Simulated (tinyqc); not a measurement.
Pariser-Parr-Pople SCF with singles CI, for the molecule C=C1C=CC=NC=C1 (SMILES; centres numbered as the heavy atoms are written), step by step. Computed by tinyqc, a small Python program that keeps every step. Settings: charge = 0, gamma = Ohno, start = huckel, damping = 0, iteration cap = 56, excitations kept = 9. Command: `OMP_NUM_THREADS=1 python tinyqc.py 26325 26326 out.jsonl` (the two numbers bound the seeds that draw the settings). One thread of a shared host (Intel(R) Xeon(R) Processor @ 2.60GHz), about 0.02 s of CPU time with the checks. Later iterations appear only in the table of the cycle.

## PPP integrals

Centres (angstrom, eV; a flat drawing with bonds scaled to 1.40 angstrom):
```
centre          x          y  core charge z          W   gamma_rr
1C       2.637000   0.000000              1  10.130000  10.360000
2C       1.237000   0.000000              1  10.130000  10.360000
3C       0.629000   1.261000              1  10.130000  10.360000
4C      -0.736000   1.573000              1  10.130000  10.360000
5C      -1.830000   0.700000              1  10.130000  10.360000
6N      -1.830000  -0.700000              1  13.040000  11.320000
7C      -0.736000  -1.573000              1  10.130000  10.360000
8C       0.629000  -1.261000              1  10.130000  10.360000
```

Resonance integrals (eV):
```
i  j       beta
1  2  -2.620000
2  3  -2.620000
3  4  -2.620000
4  5  -2.620000
5  6  -2.750000
6  7  -2.750000
7  8  -2.620000
8  2  -2.620000
```

Ohno: gamma = 14.399645/sqrt(R^2 + a^2), a = 2 x 14.399645/(gamma_rr + gamma_ss); H_rr = -W_r - sum_(s != r) z_s gamma_rs; H_rs = beta for bonds.

repulsion gamma_rs (eV), lower triangle:
```
           1C         2C         3C         4C         5C         6N         7C         8C
1C  10.360000
2C   7.299130  10.360000
3C   5.239151   7.299332  10.360000
4C   3.624533   4.998504   7.298596  10.360000
5C   3.044112   4.186866   5.000208   7.300101  10.360000
6N   3.055557   4.216793   4.217569   5.050810   7.461262  11.320000
7C   3.624533   4.998504   4.187168   4.186719   4.999617   7.462298  10.360000
8C   5.239151   7.299332   5.000485   4.187168   4.187625   5.051420   7.298596  10.360000
```

core matrix H (eV), lower triangle:
```
            1C          2C          3C          4C          5C          6N          7C          8C
1C  -41.256168
2C   -2.620000  -50.428461
3C    0.000000   -2.620000  -48.372510
4C    0.000000    0.000000   -2.620000  -46.776432
5C    0.000000    0.000000    0.000000   -2.620000  -46.309790
6N    0.000000    0.000000    0.000000    0.000000   -2.750000  -49.555709
7C    0.000000    0.000000    0.000000    0.000000    0.000000   -2.750000  -46.887437
8C    0.000000   -2.620000    0.000000    0.000000    0.000000    0.000000   -2.620000  -48.393777
```

## Starting guess

pi electrons, sum of z_r less the charge = 8

Orbitals of the Hueckel matrix of the beta values.

P at the start, lower triangle:
```
           1C         2C         3C         4C         5C        6N        7C        8C
1C   1.313143
2C   0.756160   0.975648
3C  -0.169173   0.448930   0.941490
4C  -0.307230   0.043690   0.768018   0.960467
5C   0.212862  -0.095377   0.062667   0.530348   0.952664
6N   0.201838  -0.096273  -0.317304   0.052270   0.737980  0.955082
7C  -0.304584   0.043531  -0.104589  -0.129558   0.052218  0.544261  0.961025
8C  -0.168322   0.451576   0.247021  -0.107235  -0.332889  0.061046  0.759700  0.940481
```

## Iteration 1: Fock matrix

F_rr = H_rr + P_rr gamma_rr / 2 + sum_(s != r) P_ss gamma_rs; F_rs = H_rs - P_rs gamma_rs / 2; E = tr P (H + F) / 2 + core repulsion sum_(r<s) z_r z_s gamma_rs.

F (eV), lower triangle:
```
           1C         2C         3C         4C         5C         6N         7C         8C
1C  -4.689941
2C  -5.379657  -4.432028
3C   0.443161  -4.258445  -4.965721
4C   0.556783  -0.109191  -5.422728  -5.553372
5C  -0.323988   0.199666  -0.156673  -4.555796  -5.704322
6N  -0.308364   0.202981   0.669125  -0.132004  -5.503131  -8.171224
7C   0.551988  -0.108794   0.218966   0.271212  -0.130534  -4.780720  -5.555380
8C   0.440933  -4.268103  -0.617611   0.224506   0.697007  -0.154186  -5.392371  -4.963155
```

pi energy = -102.672297 eV

## Iteration 1: orbitals and new P

Diagonalise F (the basis is taken as orthonormal) and form P = 2 sum c c over the lowest orbitals.

orbital energies (eV): -15.663476  -12.952674  -12.148639  -7.968428  -1.868324  -0.334214  2.605332  4.295281

P after iteration 1, lower triangle:
```
           1C         2C         3C         4C         5C        6N        7C        8C
1C   1.168561
2C   0.821826   0.991407
3C  -0.102007   0.394868   0.883504
4C  -0.313876   0.020744   0.797849   1.009030
5C   0.150637  -0.058985   0.109807   0.496651   0.872772
6N   0.195434  -0.061768  -0.319001  -0.008983   0.761215  1.170473
7C  -0.328181   0.027525  -0.038763  -0.117118  -0.041675  0.497347  0.971884
8C  -0.136662   0.400157   0.261185  -0.062822  -0.343129  0.016859  0.791479  0.932368
```

## Iteration 2: Fock matrix

As before.

F (eV), lower triangle:
```
           1C         2C         3C         4C         5C         6N         7C         8C
1C  -5.039829
2C  -5.619306  -5.017408
3C   0.267215  -4.061135  -5.040249
4C   0.568828  -0.051844  -5.531590  -5.654126
5C  -0.229279   0.123481  -0.274530  -4.432802  -4.800323
6N  -0.298580   0.130231   0.672704   0.022686  -5.589811  -7.882756
7C   0.594752  -0.068793   0.081153   0.245171   0.104181  -4.605677  -4.835204
8C   0.357996  -4.080440  -0.653026   0.131522   0.718447  -0.042581  -5.508341  -4.901520
```

pi energy = -103.270696 eV

## Iteration 2: orbitals and new P

As before.

orbital energies (eV): -15.197775  -13.048817  -11.966264  -8.313952  -1.512751  -0.204956  3.079570  3.993532

P after iteration 2, lower triangle:
```
           1C         2C         3C         4C         5C        6N        7C        8C
1C   1.135094
2C   0.841543   1.003828
3C  -0.077184   0.375720   0.874519
4C  -0.302295   0.011091   0.815556   1.028406
5C   0.129039  -0.055983   0.122183   0.475665   0.819652
6N   0.185583  -0.052605  -0.309240  -0.016405   0.768718  1.228927
7C  -0.319726   0.032000  -0.031067  -0.111012  -0.038796  0.472818  0.937485
8C  -0.151323   0.378916   0.245919  -0.060872  -0.337743  0.000904  0.809007  0.972089
```

## Convergence

Stop when output and input P, before any damping, agree to 1e-7.

Course of the cycle:
```
iteration         E (eV)  largest |P(out) - P(in)|
1          -102.67229730                  2.15e-01
2          -103.27069612                  5.85e-02
3          -103.36300397                  2.75e-02
4          -103.39234164                  1.79e-02
5          -103.40328477                  1.16e-02
6          -103.40775930                  7.64e-03
7          -103.40969706                  5.07e-03
8          -103.41056889                  3.44e-03
9          -103.41097166                  2.37e-03
10         -103.41116126                  1.63e-03
11         -103.41125172                  1.13e-03
...                  ...                       ...
28         -103.41133670                  2.53e-06
29         -103.41133670                  1.78e-06
30         -103.41133670                  1.25e-06
31         -103.41133670                  8.76e-07
32         -103.41133670                  6.16e-07
33         -103.41133670                  4.32e-07
34         -103.41133670                  3.04e-07
35         -103.41133670                  2.13e-07
36         -103.41133670                  1.50e-07
37         -103.41133670                  1.05e-07
38         -103.41133670                  7.40e-08
```

Converged in 38 iterations.

## Converged orbitals

Charges are z - P_rr.

orbital energies (eV): -15.070870  -12.997511  -11.892632  -8.384687  -1.388769  -0.043927  3.152641  4.061845

coefficients:
```
         MO1        MO2        MO3        MO4        MO5        MO6        MO7        MO8
1C  0.148340   0.354770  -0.153804   0.617106  -0.205301   0.522102   0.072710  -0.357256
2C  0.320037   0.540363  -0.210067   0.251999   0.067825  -0.377613  -0.115343   0.580910
3C  0.322076   0.387490   0.337584  -0.222897   0.585067  -0.050588   0.335407  -0.353712
4C  0.363713   0.119372   0.570731  -0.258490  -0.304097   0.360791  -0.450611   0.187663
5C  0.405872  -0.283427   0.292733   0.209839  -0.467974  -0.351952   0.531180  -0.013806
6N  0.516712  -0.526851  -0.119797   0.299556   0.400965  -0.052480  -0.413170  -0.130827
7C  0.347295  -0.169093  -0.420449  -0.336567   0.063479   0.506567   0.410087   0.363219
8C  0.295322   0.176786  -0.464432  -0.438330  -0.366976  -0.262400  -0.211727  -0.474707
```

pi charges: 1C -0.104684, 2C -0.004095, 3C 0.164944, 4C -0.078176, 5C 0.250426, 6N -0.297296, 7C 0.121479, 8C -0.052598

## Singles CI, singlets

Over the 9 single excitations with the smallest orbital gaps: A = (e_a - e_i) delta + 2 (ia|jb) - (ij|ab), with (pq|rs) = sum c_mp c_mq gamma_mn c_nr c_ns. f = 2/3 w |mu|^2 in atomic units, mu = sqrt2 sum c_ia sum_m c_mi c_ma R_m.

singlet CI matrix (eV), lower triangle:
```
           4>5        4>6        3>5        4>7        2>5        3>6        4>8       2>6
4>5   2.375566
4>6  -0.443126   4.489515
3>5   0.074970   0.657486   5.884389
4>7  -0.447153  -0.155781   0.034837   7.110171
2>5  -0.102403   0.244494  -0.022544   0.029462   6.815265
3>6  -0.387649  -0.030651   0.012652  -0.013297   0.539922   7.058947
4>8  -0.057709   0.188856   0.185675   0.043719   0.086234   0.032269   7.286045
2>6  -0.044789   0.002799  -0.627309  -0.011111  -0.006025   0.056478  -0.015787  8.010337
1>5   0.038246  -0.032474  -0.093336  -0.241864  -0.078576  -0.085607   0.001781  0.154391

          1>5
1>5  8.491171
```

singlet excitation energies (eV): 2.198365  4.280764  5.937821  6.404421  7.107024  7.289159  7.551933  8.132803  8.619116

oscillator strengths: 0.037776  0.504585  1.344201  0.059157  0.168780  0.062323  0.633889  0.389010  0.046843

## Singles CI, triplets

Over the 9 single excitations with the smallest orbital gaps: A = (e_a - e_i) delta - (ij|ab), with (pq|rs) = sum c_mp c_mq gamma_mn c_nr c_ns.

triplet CI matrix (eV), lower triangle:
```
           4>5        4>6        3>5        4>7        2>5        3>6       4>8       2>6
4>5   1.619451
4>6   0.121642   2.429465
3>5   0.182723  -0.368435   4.407359
4>7  -0.222597  -0.443936   0.255465   6.388432
2>5   0.516387   0.309775  -0.215391  -0.393093   5.601509
3>6  -0.368435  -0.124624  -0.108718  -0.534939   0.016921   6.128951
4>8  -0.358395   0.394892  -0.438256  -0.052895  -0.323141  -0.523880  6.194609
2>6   0.309775  -0.273890   0.016921  -0.358449   0.022803   0.152885  0.707215  7.144857
1>5   0.044059   0.016609  -0.495518   0.450310   0.064546   0.163817  0.033224  0.434544

          1>5
1>5  7.513788
```

triplet excitation energies (eV): 1.435538  2.264139  4.129295  5.137759  5.858512  6.148147  7.021190  7.442133  7.991709
